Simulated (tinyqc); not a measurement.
Comparisons within one model: valley splitting of a silicon quantum well in envelope theory. A value that a table varies takes the place of the one given here.

The well lies at 0 < z < L; U(z) = V0 [1/(1 + exp(z/w)) + 1/(1 + exp((L - z)/w))] - e F z, 1 mV/nm = 1e-4 eV/angstrom. The envelope psi solves -(c/ml) psi'' + U psi = E psi, c = hbar^2/2m0, by three-point differences on a grid of 0.1 angstrom from -40 to L + 40 angstrom. The two valleys at +/- k0 couple through D = C0 times the integral of exp(-i q z) U(z) psi^2, q = 2 k0 (2 pi/a), and split by Ev = 2|D|.

Random alloy: with Y(z) = Yw + (Yb - Yw) B(z), B the bracket in U, and in-plane density exp(-r^2/ad^2)/(pi ad^2), D gains a random complex part of variance sigma^2 = (C0^2/pi)(a^2 V0/(8 ad (Yb - Yw)))^2 (4/a) times the integral of psi^4 Y (1 - Y). Alone it gives a mean splitting sqrt(pi) sigma; together with the smooth part the rms splitting is 2 sqrt(|D|^2 + sigma^2).

Constants: hbar^2/2m0 = 3.80998211 eV angstrom^2.

Parameters, chosen for this exercise (near those of a strained Si well in SiGe; the results hold for these values, not for the real material):

| symbol | value | unit | meaning |
|---|---|---|---|
| L | 74 | angstrom | well width |
| V0 | 0.19 | eV | conduction offset |
| ml | 0.904 | m0 | mass along z |
| F | 9.5 | mV/nm | field pressing towards the upper interface |
| k0 | 0.85 | 2 pi/a | valley position |
| a | 5.431 | angstrom | lattice constant |
| C0 | 0.234 |  | Bloch overlap factor |
| Yb | 0.28 |  | Ge share of the barrier |
| Yw | 0.02 |  | Ge share of the well |
| ad | 160 | angstrom | dot radius |
| ws | (0.2, 0.5, 1, 1.2, 2.2, 2.8, 4.8) | angstrom | interface widths |
| Ls | (74, 75.4, 76.7, 78.1, 79.4, 80.8, 82.1, 83.5) | angstrom | widths in steps of one atomic layer, a/4, rounded to the grid |
| F2 | 0 | mV/nm | second field, zero or weak |
| w1 | 0.4 | angstrom | interface width for this table |
| w | 0.3 | angstrom | interface width parameter |

## Sharpness of the interface

The smooth part 2|D| and the disorder part against w, beside y/sinh(y) with y = pi q w. The 12 to 88 % width of the step is 4w.

Results:

| w (angstrom) | 4w (angstrom) | 2\|D\| (micro-eV) | y/sinh(y) | sqrt(pi) sigma (micro-eV) |
|---|---|---|---|---|
| 0.2 | 0.8 | 176.40 | 0.78 | 75.7 |
| 0.5 | 2.0 | 64.32 | 0.28 | 75.8 |
| 1.0 | 4.0 | 6.09 | 0.026 | 76.0 |
| 1.2 | 4.8 | 2.17 | 0.0089 | 76.2 |
| 2.2 | 8.8 | 0.01 | 3.4e-05 | 77.1 |
| 2.8 | 11.2 | 0.00 | 1.1e-06 | 77.9 |
| 4.8 | 19.2 | 0.00 | 7.8e-12 | 81.8 |

The smooth part needs a Fourier component of U psi^2 at a wavelength of 3.19 angstrom; from the first row to the third it falls by a factor 29, while y/sinh(y) falls by 30.6 (the envelope near the step and the phase between the two interfaces change too). The disorder part goes from 75.7 to 81.8 micro-eV. It takes over between w = 0.2 and 0.5 angstrom, that is a step 0.8 to 2.0 angstrom wide, with 1.36 angstrom to an atomic layer.

## Adding atomic layers

The smooth splitting Ev = 2|D| with w = w1, at the field F2 and at F.

Results:

| L (angstrom) | q L mod 2 pi | Ev at F2 (micro-eV) | Ev at F (micro-eV) |
|---|---|---|---|
| 74.0 | 1.03 | 0.125 | 95.4 |
| 75.4 | 3.78 | 26.6 | 95.8 |
| 76.7 | 0.05 | 12.2 | 95.5 |
| 78.1 | 2.81 | 19.1 | 95.6 |
| 79.4 | 5.36 | 19.6 | 95.6 |
| 80.8 | 1.83 | 8.73 | 95.5 |
| 82.1 | 4.39 | 21.4 | 95.6 |
| 83.5 | 0.86 | 1.83 | 95.5 |

At F2 the splitting swings between 0.125 and 26.6 micro-eV, a ratio of 213, as the two interfaces add with the phase q L, which advances on average by 2.67 rad a layer. At F the ratio is 1.00, where in the first row psi^2 at the upper interface is 411 times that at the lower one: one interface dominates and the interference fades.

## What each parameter does

Orbital spacing, psi^2 at z = L, the smooth splitting and sigma; V0 is held fixed when Yw changes. Each row changes one parameter from the base and keeps the others.

Results:

| case | E2 - E1 (meV) | psi^2(L) (1e-3/angstrom) | 2\|D\| (micro-eV) | sigma (micro-eV) |
|---|---|---|---|---|
| base | 28.12 | 4.945 | 134.45 | 42.7 |
| ad = 200 angstrom | 28.12 | 4.945 | 134.45 | 34.2 |
| Yw = 0.05 | 28.12 | 4.945 | 134.45 | 74.9 |
| L = 80 angstrom | 27.59 | 4.936 | 134.55 | 42.7 |
| V0 = 0.237 eV | 28.31 | 3.949 | 133.97 | 53.2 |
| w = 0.39 angstrom | 28.12 | 4.902 | 98.99 | 42.7 |
| F = 14.25 mV/nm | 35.69 | 7.410 | 202.83 | 45.8 |
| k0 = 0.83 2 pi/a | 28.12 | 4.945 | 141.37 | 42.7 |
| C0 = 0.281 | 28.12 | 4.945 | 161.45 | 51.3 |

The largest shifts from the base row, up to three for each result and ties (the steps differ in size, so this ranks the rows, not the parameters). E2 - E1 (meV): F +7.57, L -0.53, V0 +0.19; unchanged at the printed digits by ad, Yw, w, k0 and C0. psi^2(L) (1e-3/angstrom): F +2.465, V0 -0.995, w -0.042; unchanged at the printed digits by ad, Yw, k0 and C0. 2|D| (micro-eV): F +68.38, w -35.45, C0 +27.00; unchanged at the printed digits by ad and Yw. sigma (micro-eV): Yw +32.1, V0 +10.5, C0 +8.6; unchanged at the printed digits by L, w and k0.

Run: tinyqc, `OMP_NUM_THREADS=1 python tinyqc.py 1281018 1281019 out.jsonl`; Intel(R) Xeon(R) Processor @ 2.30GHz, one thread, shared host; about 0.07 s of CPU time with all checks.
